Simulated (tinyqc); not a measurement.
The best anneal temperature for the time t: solubility, supersaturation, precipitation and gettering of an impurity in a silicon-like host. Computed by tinyqc, a small Python program. Command: `OMP_NUM_THREADS=1 python tinyqc.py 3025841 3025842 out.jsonl ripen walk`. One thread of a shared host (Intel(R) Xeon(R) Processor @ 2.30GHz), about 0.01 s of CPU time with the checks.

The wafer was saturated at T1 and is then held at T.

Inputs (values chosen for the exercise, for a model impurity):
```
quantity                                   value    unit
site density N0                            5e+22  1/cm^3
enthalpy of solution H                       1.9      eV
entropy of solution S                        2.7     k_B
diffusion prefactor D0                   0.00025  cm^2/s
migration energy Q                          1.26      eV
temperature of saturation T1                1425       K
anneal temperature T                        1119       K
sink density n                           3.4e+10  1/cm^3
initial sink radius r0                        23      nm
impurity density in the precipitate C_p  2.4e+22  1/cm^3
interface energy gamma                      0.42   J/m^2
anneal time t                               2000       s
```

Constants: k_B = 8.617333262e-05 eV/K; k_B = 1.380649e-23 J/K.

Method:
- C_eq(T) = N0 exp(S/k_B - H/(k_B T)); D(T) = D0 exp(-Q/(k_B T)); C0 = C_eq(T1). Supersaturation s = C0/C_eq(T); critical radius r* = 2 gamma/(C_p k_B T ln s); barrier W* = (4 pi/3) gamma r*^2. Strain energy is left out.
- r_f = [r0^3 + 3 (C0 - C_eq)/(4 pi n C_p)]^(1/3), tau_f = 1/(4 pi n r_f D).
- Growing sinks: with y = r/r_f and y0 = r0/r_f, dy/dt = (1 - y^3)/(3 tau_f y), which integrates to t/tau_f = F(y) - F(y0), F(y) = (1/2) ln[(1 + y + y^2)/(1 - y)^2] - sqrt(3) arctan[(2y + 1)/sqrt(3)]; the share of the excess left is (1 - y^3)/(1 - y0^3), and C(t) = C_eq + (C0 - C_eq) x share.

C0 = 1.41860e+17 1/cm^3

Dissolved share after t:
```
T (K)     C_eq/C0   tau_f (s)  C(t)/C0
641    6.0423e-09  2.0016e+07  0.99994
741    6.2690e-07  9.2142e+05  0.99868
855    3.3128e-05  6.6350e+04  0.98160
969    6.8831e-04  8.8745e+03  0.86319
1083   7.5507e-03  1.8159e+03  0.43325
1197   5.2488e-02  5.0795e+02  0.07913
1297   2.1719e-01  2.0769e+02  0.21726
1368   5.2482e-01  1.2944e+02  0.52482
```

The lowest dissolved share among these rows is 0.079 at 1197 K. Above it solubility sets the floor; below it diffusion is too slow for this time. Solubility falls with H = 1.9 eV and diffusion with Q = 1.26 eV. Caution: the barrier to homogeneous nucleation is below 35 k_B T for these inputs, so new precipitates would form and outnumber the fixed sinks assumed here.

Extremes, crossings and ranges named in words are read from the listed rows.
